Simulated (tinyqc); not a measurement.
## Scattering mobility, thermal velocity and mass from two apparent mobilities

Problem. 1/mu_app = 1/mu_0 + 1/mu_B with the ballistic mobility mu_B = vT L/(2 Vt) and vT = sqrt(2 kB T/(pi m)) (non-degenerate carriers); the mean free path is 2 Vt mu_0/vT. Find mu_0, vT, m and the mean free path.

Values chosen for this exercise:
```
symbol,value,unit,meaning
T,300,K,temperature
```

Constants: q = 1.602176634e-19 C, kB = 1.380649e-23 J/K, m0 = 9.1093837015e-31 kg, Vt = kB T/q. Results are converted to the units shown.

apparent mobility at L = 40 and 100 nm (cm^2/(V s)): [453.81417, 652.06393]

Answer. 1/mu_app is linear in 1/L: the slope is 2 Vt/vT and the intercept 1/mu_0.

mu_0 = 920.0 cm^2/(V s)
vT = 1.158e7 cm/s
m = 0.2160 m0
mean free path = 41.09 nm

Program tinyqc, `OMP_NUM_THREADS=1 python tinyqc.py 2380021 2380022 out.jsonl`; Intel Xeon 2.30GHz, shared host, one thread, about 0.01 s.
